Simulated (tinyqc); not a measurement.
Grain growth, pinning, strength and diffusional creep of a polycrystal or thin film. Inputs raised by 10 %, one at a time. Computed by tinyqc, a small Python program. Command: `OMP_NUM_THREADS=1 python tinyqc.py 3026458 3026459 out.jsonl grain sens`. One thread of a shared host (Intel(R) Xeon(R) Processor @ 2.30GHz), about 0.01 s of CPU time with the checks.

One mean grain size d describes the structure.

Inputs (values chosen for the exercise, modelled on tungsten):

| quantity | value | unit |
|---|---|---|
| shear modulus G | 161 | GPa |
| Burgers vector b | 2.741 | angstrom |
| atomic volume Omega | 15.85 | angstrom^3 |
| boundary energy gamma | 1.1 | J/m^2 |
| mobility prefactor M0 | 1.2e-05 | m^4/(J s) |
| activation energy of boundary motion Q_m | 4.73 | eV |
| anneal temperature T | 1846 | K |
| anneal time t | 12000 | s |
| initial grain size d0 | 130 | nm |
| particle volume fraction f | 0.0063 | - |
| particle radius r | 27 | nm |
| friction stress sigma_0 | 530 | MPa |
| Hall-Petch slope k_y | 0.78 | MPa m^0.5 |
| lattice diffusion energy Q_l | 5.37 | eV |
| boundary diffusion energy Q_b | 3.93 | eV |
| lattice prefactor D0 | 3.4e-05 | m^2/s |
| boundary prefactor delta D0b | 1.3e-15 | m^3/s |
| applied stress sigma | 21 | MPa |
| service temperature T_c | 1619 | K |

Sample: bulk.

Constants: k_B = 8.617333262e-05 eV/K; k_B = 1.380649e-23 J/K.

Method:
- M = M0 exp(-Q_m/(k_B T)). The driving pressure is 2 gamma/d. Zener pinning pressure 3 f gamma/(2 r) stops growth at d_Z = 4 r/(3 f). The limit is d_lim = d_Z.
- dd/dt = 2 M gamma (1/d - 1/d_lim) integrates to 2 M gamma t = d_lim (d0 - d) + d_lim^2 ln[(d_lim - d0)/(d_lim - d)]; without pinning d^2 = d0^2 + 4 M gamma t.
- Hall-Petch term k_y/sqrt(d). Orowan term 3.06 x 0.4 G b ln(2 rbar/b)/(pi lambda sqrt(1 - nu)) with nu = 1/3, rbar = sqrt(2/3) r, lambda = rbar (sqrt(pi/f) - 2). The terms are added to sigma_0.
- Nabarro-Herring rate = 14 sigma Omega D_l/(k_B T d^2), D_l = D0 exp(-Q_l/(k_B T)); Coble rate = 14 pi sigma Omega delta D_b/(k_B T d^3), delta D_b = delta D0b exp(-Q_b/(k_B T)); they are equal at d_x = pi delta D_b/D_l.

Runs:

| input moved | from | to | limit d_lim (nm) | yield stress (MPa) | Coble rate (1/s) | crossover size d_x (micrometre) |
|---|---|---|---|---|---|---|
| base run | - | - | 5714 | 2188 | 1.806e-08 | 3.649 |
| shear modulus G (GPa) | 161 | 177.1 | 5714 | 2212 | 1.806e-08 | 3.649 |
| boundary energy gamma (J/m^2) | 1.1 | 1.21 | 5714 | 2161 | 1.609e-08 | 3.649 |
| anneal temperature T (K) | 1846 | 2030.6 | 5714 | 1543 | 4.752e-10 | 3.649 |
| anneal time t (s) | 12000 | 13200 | 5714 | 2161 | 1.609e-08 | 3.649 |
| Hall-Petch slope k_y (MPa m^0.5) | 0.78 | 0.858 | 5714 | 2330 | 1.806e-08 | 3.649 |
| boundary diffusion energy Q_b (eV) | 3.93 | 4.323 | 5714 | 2188 | 1.080e-09 | 0.218 |
| applied stress sigma (MPa) | 21 | 23.1 | 5714 | 2188 | 1.987e-08 | 3.649 |

Exponents ln(y'/y) / ln(x'/x):

| input | limit d_lim | yield stress | Coble rate | crossover size d_x |
|---|---|---|---|---|
| shear modulus G | 0 | 0.114 | 0.000 | 0.000 |
| boundary energy gamma | 0 | -0.131 | -1.215 | 0.000 |
| anneal temperature T | 0 | -3.667 | -38.169 | 0.000 |
| anneal time t | 0 | -0.131 | -1.215 | 0.000 |
| Hall-Petch slope k_y | 0 | 0.659 | 0.000 | 0.000 |
| boundary diffusion energy Q_b | 0 | 0.000 | -29.555 | -29.555 |
| applied stress sigma | 0 | 0.000 | 1.000 | 0.000 |

Among the inputs moved here: limit d_lim hardly depends on these (all exponents below 0.005). Yield stress answers most in size to anneal temperature T (exponent -3.667), next to Hall-Petch slope k_y (+0.659); its exponent is below 0.0005 for boundary diffusion energy Q_b, applied stress sigma. Coble rate answers most in size to anneal temperature T (exponent -38.169), next to boundary diffusion energy Q_b (-29.555); its exponent is below 0.0005 for shear modulus G, Hall-Petch slope k_y. Crossover size d_x answers most in size to boundary diffusion energy Q_b (exponent -29.555); its exponent is below 0.0005 for shear modulus G, boundary energy gamma, anneal temperature T, anneal time t, Hall-Petch slope k_y, applied stress sigma.

Extremes, crossings and ranges named in words are read from the listed rows.
